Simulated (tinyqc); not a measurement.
Strength against creep resistance: grain growth, pinning, strength and diffusional creep of a polycrystal or thin film. Computed by tinyqc, a small Python program. Command: `OMP_NUM_THREADS=1 python tinyqc.py 3007965 3007966 out.jsonl grain walk`. One thread of a shared host (Intel(R) Xeon(R) Processor @ 2.30GHz), about 0.01 s of CPU time with the checks.

One mean grain size d describes the structure.

Inputs (values chosen for the exercise, modelled on nickel): atomic volume Omega = 10.94 angstrom^3; boundary energy gamma = 0.88 J/m^2; mobility prefactor M0 = 5.1e-06 m^4/(J s); activation energy of boundary motion Q_m = 1.59 eV; anneal temperature T = 833 K; anneal time t = 27 s; initial grain size d0 = 65 nm; particle volume fraction f = 0.0012; particle radius r = 4.4 nm; film thickness h = 1400 nm; surface energy gamma_s = 2.1 J/m^2; Hall-Petch slope k_y = 0.15 MPa m^0.5; lattice diffusion energy Q_l = 3 eV; boundary diffusion energy Q_b = 1.15 eV; lattice prefactor D0 = 5.7e-05 m^2/s; boundary prefactor delta D0b = 1.6e-15 m^3/s; applied stress sigma = 130 MPa; service temperature T_c = 844 K.

Sample: thin film on a substrate.

Constants: k_B = 8.617333262e-05 eV/K; k_B = 1.380649e-23 J/K.

Method:
- M = M0 exp(-Q_m/(k_B T)). The driving pressure is 2 gamma/d. Zener pinning pressure 3 f gamma/(2 r) stops growth at d_Z = 4 r/(3 f). Grooves where boundaries meet the surface have the angle theta = arcsin(gamma/(2 gamma_s)) and are taken to stop growth at d_h = h/(2 theta), a few film thicknesses; the limit is 1/d_lim = 1/d_Z + 1/d_h.
- dd/dt = 2 M gamma (1/d - 1/d_lim) integrates to 2 M gamma t = d_lim (d0 - d) + d_lim^2 ln[(d_lim - d0)/(d_lim - d)]; without pinning d^2 = d0^2 + 4 M gamma t.
- Nabarro-Herring rate = 14 sigma Omega D_l/(k_B T d^2), D_l = D0 exp(-Q_l/(k_B T)); Coble rate = 14 pi sigma Omega delta D_b/(k_B T d^3), delta D_b = delta D0b exp(-Q_b/(k_B T)); they are equal at d_x = pi delta D_b/D_l.
- Hall-Petch term k_y/sqrt(d).

crossover size d_x = 9.82431e+06 micrometre

At T_c and sigma:
```
d (nm)  Hall-Petch term (MPa)  Nabarro-Herring (1/s)  Coble (1/s)  time to 1 % (s)
30                     866.03             1.3194e-07   4.3209e+01       2.3143e-04
100                    474.34             1.1875e-08   1.1666e+00       8.5716e-03
300                    273.86             1.3194e-09   4.3209e-02       2.3143e-01
1000                   150.00             1.1875e-10   1.1666e-03       8.5716e+00
3000                    86.60             1.3194e-11   4.3209e-05       2.3143e+02
10000                   47.43             1.1875e-12   1.1666e-06       8.5716e+03
100000                  15.00             1.1875e-14   1.1666e-09       8.5715e+06
```

What follows from these numbers?

From 100 micrometre to 30 nm grains the Hall-Petch term grows 58 times, while the time to 1 % strain shrinks by 10.6 decades. Coble creep rules in 7 of the seven rows (d_x is a millimetre or more). Fine grains resist slip but creep fast. The Hall-Petch value at 30 nm is at the edge of that law, and in a film grains much larger than h lose atoms to the surfaces instead. Caution: sigma Omega is not small against k_B T, as the linear creep laws assume. Caution: T_c is above the anneal temperature, so the grains would go on growing in service.

Extremes, crossings and ranges named in words are read from the listed rows.
